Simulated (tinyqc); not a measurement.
One gate, two gates and a surrounding gate.

Below threshold the potential that source and drain add obeys Laplace's equation, vanishes on the gates and decays along the channel as exp(-k y). The same ts (depleted depth over a conducting body, body thickness or wire diameter), ti and permittivities in three geometries; k is the smallest positive root of: one gate, f(k) = eps_r sin(k ti) cos(k ts) + ei cos(k ti) sin(k ts); two gates, f(k) = ei cos(k ti) cos(k ts/2) - eps_r sin(k ti) sin(k ts/2); wire, f(k) = ei J0(u)[J1(u) Y0(v) - Y1(u) J0(v)] - eps_r J1(u)[J0(u) Y0(v) - Y0(u) J0(v)], u = k ts/2, v = u + k ti. Parabolic estimates of l: sqrt((eps_r/ei) ts ti); sqrt((eps_r/(2 ei)) ts ti (1 + ei ts/(4 eps_r ti))); sqrt([2 eps_r ts^2 ln(1 + 2 ti/ts) + ei ts^2]/(16 ei)), in the same order.

Parameters, values chosen for the exercise; permittivities: semiconductor close to that of silicon, insulator close to that of silicon dioxide: relative permittivity of the semiconductor eps_r = 11.6; relative permittivity of the insulator ei = 3.91; insulator thickness ti = 1.8 nm; body thickness ts = 11.6 nm.

Scale lengths (nm):
```
                                 Lambda = pi/k  l = 1/k  l(parabolic)
one gate over a conducting body         15.812   5.0332        7.8706
two gates                               20.744   6.6030        6.9132
wire                                    13.610   4.3323        4.6795
```

What do the numbers show?

The wire has the shortest scale length, 0.656 times that of the double gate; the single gate over a conducting body has 0.762 times it, its layer ending directly on a conductor where the double gate has a second insulator. The parabolic estimates are 56 % above, 4.7 % above and 8.0 % above the exact l, in the order of the rows.

Computed by the program tinyqc: `OMP_NUM_THREADS=1 python tinyqc.py 2420101 2420102 out.jsonl`, one thread of a shared Intel Xeon 2.30GHz, about 0.01 s for the whole run.
